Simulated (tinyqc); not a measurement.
RKS/B3LYP (VWN-RPA form) in the sto-3g basis, for BeH2, spin multiplicity 1, step by step (part 2 of 2). Computed by tinyqc, a small Python program that keeps every step (integrals from PySCF). Command: `OMP_NUM_THREADS=1 python tinyqc.py 22825 22826 out.jsonl` (the two numbers bound the seeds that draw the settings). One thread of a shared host (Intel(R) Xeon(R) Processor @ 2.60GHz), about 0.9 s of CPU time with the checks.

Geometry (angstrom):
```
atom         x          y         z
Be    0.000000   0.000000  0.000000
H     0.000000   1.337000  0.000000
H     0.000000  -1.337000  0.000000
```

## Iteration 2: diagonalisation and new density

Kohn-Sham matrix F (hartree), order 1Be 1s, 1Be 2s, 1Be 2px, 1Be 2py, 1Be 2pz, 2H 1s, 3H 1s:
```
[[-3.932931, -1.147152, 0.000000, 0.000000, 0.000000, -0.317183, -0.317183],
 [-1.147152, -0.542815, 0.000000, 0.000000, 0.000000, -0.306470, -0.306470],
 [0.000000, 0.000000, 0.032749, 0.000000, 0.000000, 0.000000, 0.000000],
 [0.000000, 0.000000, 0.000000, -0.153282, 0.000000, -0.227643, 0.227643],
 [0.000000, 0.000000, 0.000000, 0.000000, 0.032749, 0.000000, 0.000000],
 [-0.317183, -0.306470, 0.000000, -0.227643, 0.000000, -0.216515, -0.044192],
 [-0.317183, -0.306470, 0.000000, 0.227643, 0.000000, -0.044192, -0.216515]]
```

X, order 1Be 1s, 1Be 2s, 1Be 2px, 1Be 2py, 1Be 2pz, 2H 1s, 3H 1s:
```
[[1.028368, -0.153126, 0.000000, 0.000000, 0.000000, 0.017730, 0.017730],
 [-0.153126, 1.262399, 0.000000, 0.000000, 0.000000, -0.317244, -0.317244],
 [0.000000, 0.000000, 1.000000, 0.000000, 0.000000, 0.000000, 0.000000],
 [0.000000, 0.000000, 0.000000, 1.391825, 0.000000, -0.456909, 0.456909],
 [0.000000, 0.000000, 0.000000, 0.000000, 1.000000, 0.000000, 0.000000],
 [0.017730, -0.317244, 0.000000, -0.456909, 0.000000, 1.313694, -0.108897],
 [0.017730, -0.317244, 0.000000, 0.456909, 0.000000, -0.108897, 1.313694]]
```

Diagonalise F' = X^T F X, C = X C', fill 3 alpha and 3 beta electrons from the bottom; D = 2 C_occ C_occ^T. Each column has its largest component positive (the first on a tie).

F' = X^T F X (hartree):
```
[[-3.830647, -0.623778, 0.000000, 0.000000, 0.000000, -0.059479, -0.059479],
 [-0.623778, -0.136932, 0.000000, 0.000000, 0.000000, -0.219414, -0.219414],
 [0.000000, 0.000000, 0.032749, 0.000000, 0.000000, 0.000000, 0.000000],
 [0.000000, 0.000000, 0.000000, 0.210183, 0.000000, -0.336294, 0.336294],
 [0.000000, 0.000000, 0.000000, 0.000000, 0.032749, 0.000000, 0.000000],
 [-0.059479, -0.219414, 0.000000, -0.336294, 0.000000, 0.078111, -0.101014],
 [-0.059479, -0.219414, 0.000000, 0.336294, 0.000000, -0.101014, 0.078111]]
```

orbital energies (hartree): [-3.937709, -0.318880, -0.281191, 0.032749, 0.032749, 0.266107, 0.670500]

coefficients C, order 1Be 1s, 1Be 2s, 1Be 2px, 1Be 2py, 1Be 2pz, 2H 1s, 3H 1s:
```
[[0.989392, -0.235780, 0.000000, 0.000000, 0.000000, -0.217092, 0.000000],
 [0.041460, 0.596602, 0.000000, 0.000000, 0.000000, 1.208608, 0.000000],
 [0.000000, 0.000000, 0.000000, 0.990157, -0.139958, 0.000000, 0.000000],
 [0.000000, 0.000000, 0.503672, 0.000000, 0.000000, 0.000000, 1.449491],
 [0.000000, 0.000000, 0.000000, 0.139958, 0.990157, 0.000000, 0.000000],
 [-0.005575, 0.368118, 0.405041, 0.000000, 0.000000, -0.831375, -1.027906],
 [-0.005575, 0.368118, -0.405041, 0.000000, 0.000000, -0.831375, 1.027906]]
```

D after iteration 2, order 1Be 1s, 1Be 2s, 1Be 2px, 1Be 2py, 1Be 2pz, 2H 1s, 3H 1s:
```
[[2.068976, -0.199293, 0.000000, 0.000000, 0.000000, -0.184623, -0.184623],
 [-0.199293, 0.715306, 0.000000, 0.000000, 0.000000, 0.438777, 0.438777],
 [0.000000, 0.000000, 0.000000, 0.000000, 0.000000, 0.000000, 0.000000],
 [0.000000, 0.000000, 0.000000, 0.507370, 0.000000, 0.408015, -0.408015],
 [0.000000, 0.000000, 0.000000, 0.000000, 0.000000, 0.000000, 0.000000],
 [-0.184623, 0.438777, 0.000000, 0.408015, 0.000000, 0.599199, -0.057032],
 [-0.184623, 0.438777, 0.000000, -0.408015, 0.000000, -0.057032, 0.599199]]
```

Within a degenerate level the vectors are fixed only up to a rotation; this is one choice.

## Iteration 13 (converged): orbitals

converged F (hartree), order 1Be 1s, 1Be 2s, 1Be 2px, 1Be 2py, 1Be 2pz, 2H 1s, 3H 1s:
```
[[-3.898788, -1.139989, 0.000000, 0.000000, 0.000000, -0.315444, -0.315444],
 [-1.139989, -0.535713, 0.000000, 0.000000, 0.000000, -0.306557, -0.306557],
 [0.000000, 0.000000, 0.043779, 0.000000, 0.000000, 0.000000, 0.000000],
 [0.000000, 0.000000, 0.000000, -0.152384, 0.000000, -0.230359, 0.230359],
 [0.000000, 0.000000, 0.000000, 0.000000, 0.043779, 0.000000, 0.000000],
 [-0.315444, -0.306557, 0.000000, -0.230359, 0.000000, -0.226309, -0.043970],
 [-0.315444, -0.306557, 0.000000, 0.230359, 0.000000, -0.043970, -0.226309]]
```

As before.

F' = X^T F X (hartree):
```
[[-3.796507, -0.622109, 0.000000, 0.000000, 0.000000, -0.058899, -0.058899],
 [-0.622109, -0.129033, 0.000000, 0.000000, 0.000000, -0.218673, -0.218673],
 [0.000000, 0.000000, 0.043779, 0.000000, 0.000000, 0.000000, 0.000000],
 [0.000000, 0.000000, 0.000000, 0.214650, 0.000000, -0.336868, 0.336868],
 [0.000000, 0.000000, 0.000000, 0.000000, 0.043779, 0.000000, 0.000000],
 [-0.058899, -0.218673, 0.000000, -0.336868, 0.000000, 0.065534, -0.100760],
 [-0.058899, -0.218673, 0.000000, 0.336868, 0.000000, -0.100760, 0.065534]]
```

orbital energies (hartree): [-3.903728, -0.319919, -0.286544, 0.043779, 0.043779, 0.262880, 0.667488]

coefficients C, order 1Be 1s, 1Be 2s, 1Be 2px, 1Be 2py, 1Be 2pz, 2H 1s, 3H 1s:
```
[[0.989165, -0.232589, 0.000000, 0.000000, 0.000000, -0.221520, 0.000000],
 [0.042255, 0.575386, 0.000000, 0.000000, 0.000000, 1.218824, 0.000000],
 [0.000000, 0.000000, 0.000000, 0.999670, -0.025706, 0.000000, 0.000000],
 [0.000000, 0.000000, 0.490557, 0.000000, 0.000000, 0.000000, 1.453982],
 [0.000000, 0.000000, 0.000000, 0.025706, 0.999670, 0.000000, 0.000000],
 [-0.005618, 0.382579, 0.414310, 0.000000, 0.000000, -0.824820, -1.024205],
 [-0.005618, 0.382579, -0.414310, 0.000000, 0.000000, -0.824820, 1.024205]]
```

D after iteration 13, order 1Be 1s, 1Be 2s, 1Be 2px, 1Be 2py, 1Be 2pz, 2H 1s, 3H 1s:
```
[[2.065091, -0.184063, 0.000000, 0.000000, 0.000000, -0.189082, -0.189082],
 [-0.184063, 0.665708, 0.000000, 0.000000, 0.000000, 0.439786, 0.439786],
 [0.000000, 0.000000, 0.000000, 0.000000, 0.000000, 0.000000, 0.000000],
 [0.000000, 0.000000, 0.000000, 0.481292, 0.000000, 0.406485, -0.406485],
 [0.000000, 0.000000, 0.000000, 0.000000, 0.000000, 0.000000, 0.000000],
 [-0.189082, 0.439786, 0.000000, 0.406485, 0.000000, 0.636101, -0.050509],
 [-0.189082, 0.439786, 0.000000, -0.406485, 0.000000, -0.050509, 0.636101]]
```

Within a degenerate level the vectors are fixed only up to a rotation; this is one choice.

## Convergence

Stop when the energy changes by less than 1e-10 hartree and every element of the error matrix X^T (F D S - S D F) X is below 3e-06.

Course of the cycle:
```
iteration   E (hartree)     change  largest element of the error matrix
1          -15.62702841          -                             3.80e-01
2          -15.74721294  -1.20e-01                             7.03e-02
3          -15.75199390  -4.78e-03                             1.88e-02
4          -15.75259621  -6.02e-04                             7.49e-03
5          -15.75268537  -8.92e-05                             2.86e-03
6          -15.75269881  -1.34e-05                             1.11e-03
7          -15.75270082  -2.02e-06                             4.31e-04
8          -15.75270113  -3.03e-07                             1.67e-04
9          -15.75270117  -4.56e-08                             6.48e-05
10         -15.75270118  -6.85e-09                             2.51e-05
11         -15.75270118  -1.03e-09                             9.74e-06
12         -15.75270118  -1.55e-10                             3.78e-06
13         -15.75270118  -2.33e-11                             1.46e-06
```

PySCF RKS in the same basis, fine grid = -15.71133238 hartree

Converged in 13 iterations. The coarse grid moves the energy by -4.14e-02 hartree.

## Populations, bond orders and dipole

overlap S, order 1Be 1s, 1Be 2s, 1Be 2px, 1Be 2py, 1Be 2pz, 2H 1s, 3H 1s:
```
[[1.000000, 0.259517, 0.000000, 0.000000, 0.000000, 0.069948, 0.069948],
 [0.259517, 1.000000, 0.000000, 0.000000, 0.000000, 0.461177, 0.461177],
 [0.000000, 0.000000, 1.000000, 0.000000, 0.000000, 0.000000, 0.000000],
 [0.000000, 0.000000, 0.000000, 1.000000, 0.000000, 0.526742, -0.526742],
 [0.000000, 0.000000, 0.000000, 0.000000, 1.000000, 0.000000, 0.000000],
 [0.069948, 0.461177, 0.000000, 0.526742, 0.000000, 1.000000, 0.035468],
 [0.069948, 0.461177, 0.000000, -0.526742, 0.000000, 0.035468, 1.000000]]
```

Mulliken: Z minus the diagonal of D S on the atom; Loewdin: the same with S^(1/2) D S^(1/2); Mayer order: 2 sum_s sum (D(s) S)_ij (D(s) S)_ji over the two atoms.

Charges (e):
```
atom   Mulliken    Loewdin
1Be    0.076032   0.059121
2H    -0.038016  -0.029560
3H    -0.038016  -0.029560
```

Mayer bond orders:
```
pair     order
2-1   0.995802
3-1   0.995802
3-2   0.002753
```

dipole moment about the origin, x y z (debye): [0.000000, 0.000000, 0.000000]
